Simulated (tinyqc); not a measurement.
# Interface traps from C-V curves, high-low and Terman methods: two studies

MOS capacitor on an n-type substrate; psi is the band bending, negative in depletion; only majority carriers are counted. At the bending psi the Fermi level lies y = xi - psi below the conduction edge at the surface, xi = Vt ln(Nc/Nd). Dit(y) = D0 + D1 exp(-y/E1); traps fill up to the Fermi level, follow the bias and a slow signal, and do not follow a fast one. V is the gate voltage from flat band.

Values chosen for this exercise; band and dielectric values close to those of silicon: temperature T = 250 K; relative permittivity eps_r = 11.6; conduction-band density of states at T Nc = 2.12e19 cm^-3; donor density Nd = 4.7e15 cm^-3; equivalent oxide thickness EOT = 20 nm; trap density far from the band edge D0 = 2.9e10 cm^-2 eV^-1; band-tail density at the conduction edge D1 = 2.3e11 cm^-2 eV^-1; decay energy of the tail E1 = 0.17 eV.

Constants: q = 1.602176634e-19 C, kB = 1.380649e-23 J/K, Vt = kB T/q, eps0 = 8.8541878128e-14 F/cm where lengths are in cm. Results are converted to the units shown.

Each table varies one quantity; the others keep the values above.

## An error in the doping read as traps

Cox = 3.9 eps0/EOT, LD = sqrt(eps0 eps_r Vt/(q Nd)), u = psi/Vt, Cd = (eps0 eps_r/(sqrt(2) LD)) |exp(u) - 1|/sqrt(exp(u) - u - 1). Ideal V0 = psi - sqrt(2) (eps0 eps_r Vt/LD) sqrt(exp(u) - u - 1)/Cox for psi < 0; the traps add dV = (q/Cox) times the integral of Dit from 0 to psi = (q/Cox) [D0 psi + D1 E1 exp(-xi/E1) (exp(psi/E1) - 1)]. 1/C_HF = 1/Cox + 1/Cd, 1/C_LF = 1/Cox + 1/(Cd + q Dit). The sample has Nd; the ideal curve is drawn with Nd (1 + e). At the true psi = -0.211 V the measured C_HF is matched to the ideal curve, which gives psi', and Dit = (Cox/q) [dV/dpsi' - 1 - Cd'(psi')/Cox], derivatives exact.

The same in every row: true Dit (cm^-2 eV^-1) = 5.189e10.

An error in the doping read as traps:

| e | psi' (V) | apparent Dit (cm^-2 eV^-1) |
|---|---|---|
| -0.15 | -0.1825 | 2.977e11 |
| -0.1 | -0.1920 | 2.070e11 |
| -0.05 | -0.2015 | 1.255e11 |
| -0.02 | -0.2072 | 8.047e10 |
| 0 | -0.2110 | 5.189e10 |
| 0.02 | -0.2148 | 2.440e10 |
| 0.05 | -0.2205 | -1.493e10 |
| 0.1 | -0.2300 | -7.579e10 |
| 0.15 | -0.2394 | -1.314e11 |

What does the comparison show?

The apparent Dit falls from 2.98e11 to -1.31e11 cm^-2 eV^-1, against the true 5.19e10. An error of +5 % in the doping shifts it by -6.68e10 cm^-2 eV^-1, 129 % of the true value, and a negative result appears where the assumed doping is too high.

## Effect of the oxide thickness on the signal

Same model as above.

All at psi = -0.211 V.

Effect of the oxide thickness on the signal:

| EOT (nm) | dV (mV) | C_HF (nF/cm^2) | C_LF (nF/cm^2) | (C_LF - C_HF)/Cox (%) |
|---|---|---|---|---|
| 1.4 | -1.019 | 44.36 | 52.35 | 0.3240 |
| 2.5 | -1.820 | 43.75 | 51.50 | 0.5611 |
| 4.4 | -3.203 | 42.72 | 50.08 | 0.9377 |
| 8 | -5.824 | 40.90 | 47.59 | 1.551 |
| 14 | -10.19 | 38.18 | 43.96 | 2.341 |
| 26 | -18.93 | 33.71 | 38.13 | 3.330 |
| 46 | -33.49 | 28.20 | 31.23 | 4.037 |

What does the comparison show?

The stretch-out grows in proportion to the EOT, from -1.02 to -33.5 mV, so thin oxides leave Terman's method little to read; the high-low gap rises from 0.324 to 4.04 % of Cox.

Computed by the program tinyqc: `OMP_NUM_THREADS=1 python tinyqc.py 2030110 2030111 out.jsonl`, one thread of a shared Intel Xeon 2.30GHz, about 0.01 s for the whole run.
